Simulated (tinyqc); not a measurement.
## Semiconductor laser, carrier and photon rate equations: light against current through threshold

Carrier density N and photon density S in one mode: dN/dt = F1 = eta I/(q V) - (A N + B N^2 + C N^3) - vg g S; dS/dt = F2 = G vg g S + G be B N^2 - S/tp, with g = g0 ln(N/Ntr)/(1 + ec S). Output power P = Fo Eph S V/(G tp). No heating, no carrier transport.

gth = 1/(G vg tp), Nth = Ntr exp(gth/g0), Ith = q V (A Nth + B Nth^2 + C Nth^3)/eta. N and S are the steady state (F1 = F2 = 0, S > 0).

Inputs (values chosen for the exercise): active volume V = 1.8e-12 cm^3; confinement factor G = 0.116; group velocity vg = 7.68e9 cm/s; gain coefficient g0 = 2800 1/cm; transparency density Ntr = 1.3e18 cm^-3; gain compression ec = 5.1e-18 cm^3; photon lifetime tp = 1.9 ps; defect recombination coefficient A = 2.2e8 1/s; radiative coefficient B = 1.1e-10 cm^3/s; Auger coefficient C = 3.2e-30 cm^6/s; share of spontaneous emission into the mode be = 0.00034; injection efficiency eta = 0.84; share of cavity losses that is output Fo = 0.37; photon energy Eph = 1.9 eV.

Constants: q = 1.602176634e-19 C. Results are converted to the units shown.

Light against current through threshold:

| I (mA) | N/Nth | S (cm^-3) | P (mW) | share of carriers lost by stimulated emission (%) |
|---|---|---|---|---|
| 0.045 | 0.29858 | 3.3060e8 | 3.0411e-7 | -0.0054115 |
| 0.11 | 0.60506 | 3.2661e9 | 3.0044e-6 | -0.0063885 |
| 0.18 | 0.86278 | 2.2607e10 | 2.0796e-5 | 0.0058789 |
| 0.21 | 0.95922 | 9.9049e10 | 9.1112e-5 | 0.058973 |
| 0.25 | 0.99976 | 1.7320e13 | 0.015932 | 10.779 |
| 0.33 | 1.0000 | 6.8624e13 | 0.063126 | 32.383 |
| 0.45 | 1.0001 | 1.4563e14 | 0.13397 | 50.406 |
| 0.67 | 1.0003 | 2.8683e14 | 0.26385 | 66.682 |
| 1.1 | 1.0006 | 5.6281e14 | 0.51771 | 79.697 |

What does the comparison show?

Ith is 0.223 mA. The power rises by a factor of 766 between 0.18 and 0.25 mA, while N/Nth goes only from 0.863 to 1.00. Above threshold N is nearly clamped, reaching 1.001 Nth in the last row through gain compression, and the slope between the last two rows is 0.590 W/A, against Fo eta Eph/q = 0.591 W/A. At I = 0.045 mA N is far below Ntr, where the logarithmic gain law overstates the absorption.

Computed by the program tinyqc: `OMP_NUM_THREADS=1 python tinyqc.py 2840036 2840037 out.jsonl`, one thread of a shared Intel Xeon 2.30GHz, about 0.01 s for the whole run.
